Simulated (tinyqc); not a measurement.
Worked calculation: Hueckel theory of the pi electrons with the omega technique, for the molecule Fc1ccc2occc2c1 (SMILES; centres numbered as the heavy atoms are written). One step of it, computed by the program tinyqc.

Problem. Omega technique, round 1. h_r = h_r(0) + omega q_r, omega = 1, with q_r = z_r - P_rr; 0.5 of the old diagonal is kept.

Hueckel matrix in units of beta (H = alpha + beta A):
```
           1F        2C        3C        4C        5C        6O        7C        8C
1F   3.420000  0.670000  0.000000  0.000000  0.000000  0.000000  0.000000  0.000000
2C   0.670000  0.000000  1.000000  0.000000  0.000000  0.000000  0.000000  0.000000
3C   0.000000  1.000000  0.000000  1.000000  0.000000  0.000000  0.000000  0.000000
4C   0.000000  0.000000  1.000000  0.000000  1.000000  0.000000  0.000000  0.000000
5C   0.000000  0.000000  0.000000  1.000000  0.000000  0.750000  0.000000  0.000000
6O   0.000000  0.000000  0.000000  0.000000  0.750000  2.080000  0.750000  0.000000
7C   0.000000  0.000000  0.000000  0.000000  0.000000  0.750000  0.000000  1.000000
8C   0.000000  0.000000  0.000000  0.000000  0.000000  0.000000  1.000000  0.000000
9C   0.000000  0.000000  0.000000  0.000000  1.000000  0.000000  0.000000  1.000000
10C  0.000000  1.000000  0.000000  0.000000  0.000000  0.000000  0.000000  0.000000

           9C       10C
1F   0.000000  0.000000
2C   0.000000  1.000000
3C   0.000000  0.000000
4C   0.000000  0.000000
5C   1.000000  0.000000
6O   0.000000  0.000000
7C   0.000000  0.000000
8C   1.000000  0.000000
9C   0.000000  1.000000
10C  1.000000  0.000000
```

charge and bond-order matrix P:
```
            1F         2C         3C         4C         5C         6O         7C         8C
1F    1.980196   0.140731  -0.084911  -0.006092   0.051717  -0.013627  -0.003430   0.015517
2C    0.140731   0.993240   0.634378  -0.018445  -0.294532   0.081308   0.025412  -0.090521
3C   -0.084911   0.634378   1.029804   0.681363  -0.023652  -0.074790   0.194936   0.032979
4C   -0.006092  -0.018445   0.681363   1.024597   0.637018  -0.108408  -0.048526   0.002671
5C    0.051717  -0.294532  -0.023652   0.637018   0.998479   0.290670  -0.273570  -0.049968
6O   -0.013627   0.081308  -0.074790  -0.108408   0.290670   1.852959   0.322483  -0.198783
7C   -0.003430   0.025412   0.194936  -0.048526  -0.273570   0.322483   0.967133   0.853855
8C    0.015517  -0.090521   0.032979   0.002671  -0.049968  -0.198783   0.853855   1.090918
9C   -0.004151  -0.020327  -0.282785   0.031536   0.585039  -0.133036  -0.025302   0.457884
10C  -0.095049   0.689028   0.001882  -0.337435   0.011210   0.051201  -0.222177  -0.038291

            9C        10C
1F   -0.004151  -0.095049
2C   -0.020327   0.689028
3C   -0.282785   0.001882
4C    0.031536  -0.337435
5C    0.585039   0.011210
6O   -0.133036   0.051201
7C   -0.025302  -0.222177
8C    0.457884  -0.038291
9C    1.027961   0.589541
10C   0.589541   1.034714
```

Centres:
```
centre  z_r, pi electrons of the neutral centre         h
1F                                            2  3.420000
2C                                            1  0.000000
3C                                            1  0.000000
4C                                            1  0.000000
5C                                            1  0.000000
6O                                            2  2.080000
7C                                            1  0.000000
8C                                            1  0.000000
9C                                            1  0.000000
10C                                           1  0.000000
```

Give: matrix after round 1.

Solution.

matrix after round 1:
```
         1F      2C       3C       4C      5C      6O      7C       8C
1F   3.4299  0.6700   0.0000   0.0000  0.0000  0.0000  0.0000   0.0000
2C   0.6700  0.0034   1.0000   0.0000  0.0000  0.0000  0.0000   0.0000
3C   0.0000  1.0000  -0.0149   1.0000  0.0000  0.0000  0.0000   0.0000
4C   0.0000  0.0000   1.0000  -0.0123  1.0000  0.0000  0.0000   0.0000
5C   0.0000  0.0000   0.0000   1.0000  0.0008  0.7500  0.0000   0.0000
6O   0.0000  0.0000   0.0000   0.0000  0.7500  2.1535  0.7500   0.0000
7C   0.0000  0.0000   0.0000   0.0000  0.0000  0.7500  0.0164   1.0000
8C   0.0000  0.0000   0.0000   0.0000  0.0000  0.0000  1.0000  -0.0455
9C   0.0000  0.0000   0.0000   0.0000  1.0000  0.0000  0.0000   1.0000
10C  0.0000  1.0000   0.0000   0.0000  0.0000  0.0000  0.0000   0.0000

          9C      10C
1F    0.0000   0.0000
2C    0.0000   1.0000
3C    0.0000   0.0000
4C    0.0000   0.0000
5C    1.0000   0.0000
6O    0.0000   0.0000
7C    0.0000   0.0000
8C    1.0000   0.0000
9C   -0.0140   1.0000
10C   1.0000  -0.0174
```
